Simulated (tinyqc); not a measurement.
## Composition from the perpendicular lattice constant

Question. The layer is x parts of the first compound and 1 - x of the second, grown coherently on the third as substrate and barrier. Rows of the table: lattice constant a, average valence level Ea on an absolute scale, spin-orbit splitting so, gaps at Gamma, X and L, hydrostatic deformation potentials av and ac (Gamma), shear potential b, elastic constants, electron and heavy-hole (along z) masses. All are interpolated linearly in x; gaps get -C x (1 - x), taken wholly in the conduction band; real line-ups can differ from this model by 0.1 eV or more. In-plane strain e = (a_substrate - a)/a, e_z = -2 (c12/c11) e, volume change 2 e + e_z. X-ray diffraction gives a_z = a (1 + e_z) of the coherent layer. Find x, e and the relaxed Gamma gap.

Parameters, values chosen for the exercise: bowing of the Gamma gap CG = 0.477 eV; bowing of the X gap CX = 1.4 eV; bowing of the L gap CL = 0.33 eV.

Binary compounds, values chosen for the exercise:
```
,close to InAs,close to GaAs,close to InP
a (angstrom),6.058,5.653,5.869
Ea (eV),-6.67,-6.92,-7.04
so (eV),0.384,0.341,0.109
EG (eV),0.354,1.41,1.35
EX (eV),1.38,1.92,2.22
EL (eV),1.07,1.73,1.91
av (eV),0.989,1.14,1.29
ac (eV),-5.12,-7.16,-5.09
b (eV),-1.79,-1.72,-1.68
c11 (GPa),84.3,119,103
c12 (GPa),45.8,53.9,56.3
me (m0),0.0229,0.0675,0.0811
mh (m0),0.332,0.349,0.532
```

lattice constant along the growth direction = 6.01356720 angstrom

Solution. a_z changes steadily with x, about (1 + 2 c12/c11) times as fast as the relaxed lattice constant, so one composition matches.

x = 0.7100
e = -1.204 %
relaxed Gamma gap = 0.5620 eV

Computed by the program tinyqc: `OMP_NUM_THREADS=1 python tinyqc.py 2690059 2690060 out.jsonl`, one thread of a shared Intel Xeon 2.30GHz, about 0.01 s for the whole run.
